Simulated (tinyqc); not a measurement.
What sets the wire resistivity: free and nearly free electrons in a metal.

The cubic cell holds 2 atoms: n = 2 z/a^3, kF = (3 pi^2 n)^(1/3), EF = c kF^2/m, vF = 2 c kF/(m hbar), c = hbar^2/2m0; rs = (3/(4 pi n))^(1/3)/a0; D(EF) = 3 n/(2 EF).

Square wire of width w with grain size w: rho/rho0 = 1/(1 - 3 al/2 + 3 al^2 - 3 al^3 ln(1 + 1/al)) + (3/4) (1 - p) l/w, with al = (l/w) Rg/(1 - Rg) (Mayadas-Shatzkes plus the thick-wire form of Fuchs-Sondheimer); l = hbar kF/(n e^2 rho), e = 1.602176634e-19 C.

Constants: hbar^2/2m0 = 3.80998211 eV angstrom^2; hbar = 6.58211957e-16 eV s; a0 (Bohr radius) = 0.5291772105 angstrom.

Inputs chosen for the exercise (near those of Li; not measured data):
- a = 3.476 angstrom (bcc lattice constant)
- z = 1 (free electrons an atom)
- m = 1 m0 (mass)
- rho = 9.56 micro-ohm cm (bulk resistivity)
- p = 0.5 (specularity of the surfaces)
- Rg = 0.15 (reflection at grain boundaries)
- w = 14 nm (wire width)

All results formed anew.

One parameter was then changed.

Results before and after:
```
case     EF (eV)  l (nm)  wire rho (micro-ohm cm)
base       4.791   10.12                   13.919
changed    4.791    8.43                   15.838
```

Which of these changes was made? (a) rho = 11.472 micro-ohm cm; (b) m = 1.2 m0; (c) a = 3.58 angstrom; (d) w = 9.8 nm; (e) p = 0.8; (f) Rg = 0.105.

Answer: (a) rho = 11.472 micro-ohm cm. Of the candidates, run in turn, only this one gives the changed row.

All candidates:
```
case                       EF (eV)  l (nm)  wire rho (micro-ohm cm)
base                         4.791   10.12                   13.919
a = 3.58 angstrom            4.516   10.73                   14.182
m = 1.2 m0                   3.992   10.12                   13.919
rho = 11.472 micro-ohm cm    4.791    8.43                   15.838
p = 0.8                      4.791   10.12                   12.365
Rg = 0.105                   4.791   10.12                   13.336
w = 9.8 nm                   4.791   10.12                   15.767
```

The mass drops out of l at given rho, because vF falls and tau rises by the same factor.

tinyqc: `OMP_NUM_THREADS=1 python tinyqc.py 1680246 1680247 out.jsonl`; about 0.01 s, one thread, shared Intel(R) Xeon(R) Processor @ 2.30GHz.
